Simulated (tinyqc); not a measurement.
Elastic trap-assisted tunnelling through a dielectric: two steps of the calculation.

Emitter at x = 0 (Fermi level 0), collector at x = t (Fermi level -V), band edge U(x) = phi - F x, F = V/t. A trap at x has the energy E = U(x) - Et. With G(u) = (4/(3 F)) sqrt(mo/C) max(u, 0)^1.5, C = hbar^2/(2 m0): S1 = G(phi - E) - G(Et), S2 = G(Et) - G(phi - V - E), T1,2 = exp(-S1,2). The steady rate through one trap is nu T1 T2 (f1 - f2)/(T1 + T2), f1 = f(E), f2 = f(E + V), f(y) = 1/(1 + exp(y/Vt)); both contacts offer states at E.

Values chosen for this exercise; dielectric values close to those of aluminium oxide:
```
symbol   value   unit                                           meaning
T          350      K                                       temperature
phi        2.6     eV             barrier above the emitter Fermi level
mo         0.4     m0                                   tunnelling mass
t          4.2     nm                                         thickness
Et        2.38     eV  trap depth below the band edge of the dielectric
Nt      2.4e17  cm^-3                                      trap density
nu        1e13    1/s                                 attempt frequency
n           11                                       points of the grid
V         1.79      V                                           voltage
xa        1.27     nm                              left end of the grid
xb        2.47     nm                             right end of the grid
```

Constants: q = 1.602176634e-19 C, kB = 1.380649e-23 J/K, hbar = 1.054571817e-34 J s, m0 = 9.1093837015e-31 kg, Vt = kB T/q, hbar^2/(2 m0) = 0.0380998212 eV nm^2. Results are converted to the units shown.

Question 1. Rate through a trap near the best position. n equally spaced x from xa to xb, where nearly all of the current flows; J = q Nt times the integral of the rate, by Simpson's rule.

Wanted: x; E; S1; S2; f1 - f2; rate; J.

Answer 1.

```
point  x (nm)    E (eV)      S1      S2  f1 - f2  rate (1/s)
0      1.2700  -0.32126  13.393  25.022  0.99998      135.79
1      1.3900  -0.37240  14.728  24.186   1.0000      313.38
2      1.5100  -0.42355  16.075  23.331   1.0000      736.17
3      1.6300  -0.47469  17.433  22.459   1.0000      1751.5
4      1.7500  -0.52583  18.802  21.569   1.0000      4039.7
5      1.8700  -0.57698  20.182  20.661   1.0000      6569.5
6      1.9900  -0.62812  21.574  19.737   1.0000      3684.3
7      2.1100  -0.67926  22.977  18.796   1.0000      1034.6
8      2.2300  -0.73040  24.390  17.839   1.0000      255.15
9      2.3500  -0.78155  25.815  16.866   1.0000      61.471
10     2.4700  -0.83269  27.250  15.877   1.0000      14.633
```

J = 8.6906e-6 A/cm^2

Question 2. The best-placed trap against direct tunnelling. At x = xs: E, S1, S2 and the occupation (T1 f1 + T2 f2)/(T1 + T2). Direct tunnelling at E = 0 has S = (4/(3 F)) sqrt(mo/C) [phi^1.5 - max(phi - V, 0)^1.5].

xs = 1.87 nm

Find: E; S1; S2; occupation; S of direct tunnelling.

Answer 2.

E = -0.5770 eV
S1 = 20.18
S2 = 20.66
occupation = 0.6175
S of direct tunnelling = 35.11

Range of the model: Phonon-assisted (inelastic) capture, chains of traps and a spread of trap depths are left out.

Numbers from tinyqc (`OMP_NUM_THREADS=1 python tinyqc.py 2370142 2370143 out.jsonl`; about 0.05 s on one thread of a shared Intel Xeon 2.30GHz).
